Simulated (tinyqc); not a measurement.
Inside a calculation. Model: velocity overshoot from momentum and energy balance equations after a field step. Computed by tinyqc, a small Python program that keeps every step. Command: `OMP_NUM_THREADS=1 python tinyqc.py 3015596 3015597 out.jsonl overshoot walk`. One thread of a shared host (Intel(R) Xeon(R) Processor @ 2.30GHz), about 0.02 s of CPU time with the checks. Intermediate numbers are printed to about 5 digits and carried at full precision; extremes and crossings named in words are read from the listed rows.

At t = 0 the field jumps from 0 to F in a uniform sample. v is the drift velocity and u = w - (3/2) k_B T the excess energy per carrier.

Inputs (values chosen for the exercise, modelled on electrons in germanium except for tau_E):
```
quantity                      value        unit
effective mass m               0.12         m_0
low-field mobility mu_0        3700  cm^2/(V s)
saturation velocity v_s        0.66    1e7 cm/s
energy relaxation time tau_E   0.51          ps
field after the step F          1.9       kV/cm
lattice temperature T           300           K
time step dt                    7.9          fs
```

Scheme: explicit Euler.

Constants: m_0 = 9.1093837015e-31 kg; e = 1.602176634e-19 C; k_B = 8.617333262e-05 eV/K.

## Constants and steady state

dv/dt = e F/m - v/tau_m(u), du/dt = e F v - u/tau_E, tau_m(u) = tau_0/(1 + c u), tau_0 = m mu_0/e, c = mu_0/(e tau_E v_s^2); this choice gives the steady state v (1 + mu_0 F v/v_s^2) = mu_0 F, which saturates at v_s. Steady velocity v = 2 mu_0 F/(1 + sqrt(1 + 4 (mu_0 F/v_s)^2)); u = e F v tau_E; carrier temperature T + 2u/(3 k_B), neglecting the drift energy m v^2/2.

tau_0 = 252.44 fs

c = 166.55 1/eV

acceleration e F/m = 0.0027848 1e7 cm/s per fs

steady velocity = 0.41928 1e7 cm/s

steady excess energy = 0.0040629 eV

steady carrier temperature = 331.43 K

tau_E/tau_0 = 2.02, and in the steady state tau_m has shrunk to 150.6 fs.

## First four steps

dv/dt = e F/m - v/tau_m(u), du/dt = e F v - u/tau_E, tau_m(u) = tau_0/(1 + c u), tau_0 = m mu_0/e, c = mu_0/(e tau_E v_s^2); this choice gives the steady state v (1 + mu_0 F v/v_s^2) = mu_0 F, which saturates at v_s. Step: v_new = v + dt (e F/m - v/tau_m(u)), u_new = u + dt (e F v - u/tau_E). Start v = u = 0; the distance adds dt (v + v_new)/2.

Steps:
```
step  t (fs)  v (1e7 cm/s)      u (eV)  tau_m (fs)
1        7.9      0.022000           0      252.44
2       15.8      0.043311  3.3022e-06      252.30
3       23.7      0.063955  9.7521e-06      252.03
4       31.6      0.083950  1.9201e-05      251.64
```

After the first step u is still 0, below the drift energy m v^2/2, because the explicit scheme uses the old v: an error of the finite time step.

## The whole transient

Run to 8 times the larger of tau_E and tau_0, but at most 20001 steps, and stop early if |v| > 1000 v_s or u < -1/(2c); the run is accepted if the last v is within 0.5 % of the steady value.

Selected steps, the peak among them:
```
step      t (fs)  v (1e7 cm/s)      u (eV)  distance (nm)
1     7.9000e+00       0.02200           0     8.6900e-03
2     1.5800e+01       0.04331  3.3022e-06     3.4488e-02
4     3.1600e+01       0.08395  1.9201e-05     1.3528e-01
6     4.7400e+01       0.12206  4.6524e-05     2.9828e-01
11    8.6900e+01       0.20709  1.5781e-04     9.5283e-01
17    1.3430e+02       0.29149  3.5544e-04     2.1415e+00
28    2.2120e+02       0.40281  8.3145e-04     5.1956e+00
46    3.6340e+02       0.49054  1.7066e-03     1.1663e+01
61    4.8190e+02       0.50615  2.3641e-03     1.7604e+01
75    5.9250e+02       0.49796  2.8574e-03     2.3169e+01
122   9.6380e+02       0.44830  3.7355e-03     4.0685e+01
197   1.5563e+03       0.42261  4.0284e-03     6.6246e+01
319   2.5201e+03       0.41936  4.0620e-03     1.0674e+02
517   4.0843e+03       0.41928  4.0629e-03     1.7233e+02
```

peak velocity = 0.50615 1e7 cm/s

time of the peak = 481.9 fs

distance at the peak = 17.604 nm

last relative deviation from the steady velocity = 4.4433e-07

peak over steady velocity = 1.2072

The velocity overshoots to 1.21 times its steady value: momentum follows the field within tau_m while the energy, and with it the scattering rate, builds up over tau_E. A channel shorter than a few times 18 nm would see this.

## Error of the time step

The peak velocity is recomputed with dt/2 and dt/4 and by an adaptive Runge-Kutta method (tolerance 1e-9).

Peak velocity:
```
step      v_peak (1e7 cm/s)  error (%)
dt                  0.50615    0.54868
dt/2                0.50475    0.27015
dt/4                0.50407    0.13428
adaptive            0.50339    0.00000
```

The explicit scheme puts the peak 0.55 % too high; halving dt divides the error by 2.03, as a first-order method should.

Checks made by the program: peak at dt/4 against the adaptive solution (relative difference 1e-03).
